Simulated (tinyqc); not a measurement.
Valley-orbit splitting of a donor ground state, with strain. From one set of inputs to another, one input at a time. Computed by tinyqc, a small Python program. Command: `OMP_NUM_THREADS=1 python tinyqc.py 3017598 3017599 out.jsonl valleyorbit ladder`. One thread of a shared host (Intel(R) Xeon(R) Processor @ 2.30GHz), about 0.02 s of CPU time with the checks.

The basis is the 1s envelope in each valley; energies are counted from the unstrained conduction-band edge. The strain is e_s (a a^T - 1/3) for the unit stress axis a, so valley j along n_j moves by Xi_u e_s w_j with w_j = (n_j.a)^2 - 1/3: -1/3 for x and y, +2/3 for z.

The inputs printed are set A. Inputs not listed in the table keep their values of set A, so the rows need not describe a real material.

Inputs (values chosen for the exercise, modelled on donors in silicon):
```
quantity                                    value   unit
single-valley binding energy E_0             30.3    meV
central-cell shift Lambda                   0.589    meV
coupling Delta_1                              1.9    meV
coupling Delta_2                             1.53    meV
shear deformation potential Xi_u             8.86     eV
shear strain e_s                          0.00016      -
temperature T                                  50      K
donor density N_D                         1.8e+17  cm^-3
density-of-states mass of one valley m_e    0.334    m_0
```

Valleys: six along <100>. Stress axis: [001].

Constants: k_B = 8.617333262e-05 eV/K; m_0 = 9.1093837015e-31 kg; k_B = 1.380649e-23 J/K; h = 6.62607015e-34 J s.

Method:
- H_jj = -(E_0 + Lambda) + Xi_u e_s w_j; H_jk = -Delta_2 between opposite valleys and -Delta_1 between perpendicular ones.
- Diagonalise H; the ground vector has positive components. The density at the nucleus, and so the contact hyperfine coupling, scales as (sum_j c_j)^2/(number of valleys), which is 1 without strain; the envelopes are held fixed.
- The binding energy is counted from the lowest valley edge, min_j Xi_u e_s w_j; the gap is from the ground state to the next level.
- z = sum over levels of exp(-(E - E_ground)/k_B T), the ground-state share being 1/z; N_c = 2 (2 pi m_e k_B T/h^2)^(3/2) sum_j exp(-(shift_j - lowest shift)/k_B T); n1 = N_c/(2 z) exp(-binding/k_B T), binding = lowest shift - E_ground; without compensation n = 2 N_D/(1 + sqrt(1 + 4 N_D/n1)) (Boltzmann statistics; p and higher states left out).

Each row keeps all changes above it; columns: (1) input moved; (2) from; (3) to; (4) gap to the first excited state (meV); (5) free electrons n (cm^-3); (6) share of neutral donors in the ground state:
```
(1)                                         (2)      (3)    (4)        (5)     (6)
set A                                         -        -  10.22  3.409e+15  0.7172
donor density N_D (cm^-3)               1.8e+17    4e+16  10.22  1.590e+15  0.7172
coupling Delta_1 (meV)                      1.9     2.82  13.89  1.151e+15  0.8715
shear deformation potential Xi_u (eV)      8.86     8.79  13.90  1.151e+15  0.8715
coupling Delta_2 (meV)                     1.53     2.49  15.82  1.049e+15  0.9021
shear strain e_s                        0.00016  0.00072  14.61  1.090e+15  0.8978
single-valley binding energy E_0 (meV)     30.3     35.2  14.61  6.209e+14  0.8978
central-cell shift Lambda (meV)           0.589     7.07  14.61  2.939e+14  0.8978
```

Which inputs carry the difference?

gap to the first excited state goes from 10.2 to 14.6, a factor 1.43 in all. The largest single move comes from coupling Delta_1 (a factor 1.36), and shear strain e_s works against it (a factor 0.924). Free electrons n goes from 3.41e15 to 2.94e14, a factor 0.0862 in all. The largest single move comes from donor density N_D (a factor 0.466). Share of neutral donors in the ground state goes from 0.717 to 0.898, a factor 1.25 in all. The largest single move comes from coupling Delta_1 (a factor 1.22). The single moves hold for this order of the switches; the total does not depend on the order.

Extremes, crossings and ranges named in words are read from the listed rows.
